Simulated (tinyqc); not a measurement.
What each parameter does: Gamma, L and X subbands of a thin body with non-parabolic valleys.

Hard walls, flat band, c = hbar^2/2m0, energies from the bulk Gamma edge. For a valley at angle theta to the normal 1/m_z = cos^2/ml + sin^2/mt and m_d = sqrt(ml mt^2/m_z). Subband n starts at E_v + e with e (1 + a e) = c (n pi/t)^2/m_z, and its density-of-states mass is taken as m_d (1 + 2 a e), without further growth at higher in-plane energy. Groups are named by valley and degeneracy.

n_i = g m/(2 pi c) kB T ln(1 + exp((EF - E_i)/kB T)), sum n_i = Ns (1e12/cm^2 = 1e-4/angstrom^2), c = hbar^2/2m0. Quantum capacitance Cq = 1602.176634 sum g m/(2 pi c) f_i in microfarad/cm^2 with f_i = 1/(1 + exp((E_i - EF)/kB T)); Cox = 34.5313/eot (one gate); C/Cox = Cq/(Cq + Cox), the centroid term left out.

Constants: hbar^2/2m0 = 3.80998211 eV angstrom^2; kB = 8.617333262e-05 eV/K.

Parameters, chosen for this exercise (near those of a thin GaSb channel; the results hold for these values, not for the real material):
```
symbol  value           unit         meaning
face    100                          surface
mG      0.0384          m0           Gamma mass
aG      1.12            1/eV         Gamma non-parabolicity
EL      0.056           eV           L edge above Gamma
mL      (1.286, 0.102)  m0           L valleys (four, along <111>): ml, mt
EX      0.317           eV           X edge above Gamma
mX      (1.542, 0.224)  m0           X valleys (three, along <100>): ml, mt
aS      0.58            1/eV         non-parabolicity of L and X
Ns      8.8             x 1e12/cm^2  sheet density
T       300             K            temperature
eot     11              angstrom     equivalent oxide thickness
t       68              angstrom     body thickness
```

n = 1 to 8 of all groups.

Results for these values:
```
case  lowest edge (eV)  EF (eV)  Gamma share (%)  C/Cox
base             0.110    0.106              0.4  0.928
```

What happens to each result for t = 62 angstrom, all else kept?

Answer: lowest edge rises from 0.110 to 0.120; EF rises from 0.106 to 0.116; Gamma share falls from 0.4 to 0.2; C/Cox does not change at the printed digits.

The same for each parameter in turn:
```
case                   lowest edge (eV)  EF (eV)  Gamma share (%)  C/Cox
base                              0.110    0.106              0.4  0.928
t = 62 angstrom                   0.120    0.116              0.2  0.928
mG = 0.0442 m0                    0.110    0.106              1.0  0.928
aG = 0.78 1/eV                    0.110    0.106              0.3  0.928
EL = 0.006 eV                     0.060    0.056              0.1  0.928
Ns = 13.2 x 1e12/cm^2             0.110    0.121              0.5  0.944
eot = 9 angstrom                  0.110    0.106              0.4  0.914
T = 250 K                         0.110    0.112              0.3  0.936
```

Run: tinyqc, `OMP_NUM_THREADS=1 python tinyqc.py 1252578 1252579 out.jsonl`; Intel(R) Xeon(R) Processor @ 2.30GHz, one thread, shared host; about 0.05 s of CPU time with all checks.
